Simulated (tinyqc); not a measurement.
On-chip interconnect, size-dependent resistivity and RC delay: one step of the calculation.

A rectangular line between two neighbours and two ground planes. Surface and grain-boundary scattering are added to the bulk resistivity as corrections; capacitances are parallel-plate values without fringing; inductance is ignored.

Question. Ladder and Elmore delays. 7 equal pi sections: series Rs = r Lw/7; node capacitances c Lw/7, halved at nodes 0 and 7, with Cl added to node 7; Rd feeds node 0. Elmore delay of node k: the sum, over the resistors on the path to k, of resistance times all capacitance downstream of it.

Inputs (values chosen for the exercise); metal values close to those of cobalt:
- Lw = 330 um (line length)
- Rd = 7000 ohm (driver resistance)
- Cl = 0.066 fF (load capacitance)

r = 33.602165 ohm/um
c = 0.10216411 fF/um

Wanted: Rs; C; Elmore delay.

Answer.

Rs = 1584.1 ohm

```
node	C (fF)	Elmore delay (ps)
0	2.4082	236.46
1	4.8163	286.16
2	4.8163	328.22
3	4.8163	362.66
4	4.8163	389.47
5	4.8163	408.65
6	4.8163	420.20
7	2.4742	424.12
```

The far-end value equals Rd (c Lw + Cl) + r Lw (c Lw/2 + Cl) for any number of pi sections; the line resistance contributes 44.2 % of it.

Computed by the program tinyqc: `OMP_NUM_THREADS=1 python tinyqc.py 2100155 2100156 out.jsonl`, one thread of a shared Intel Xeon 2.30GHz, about 0.01 s for the whole run.
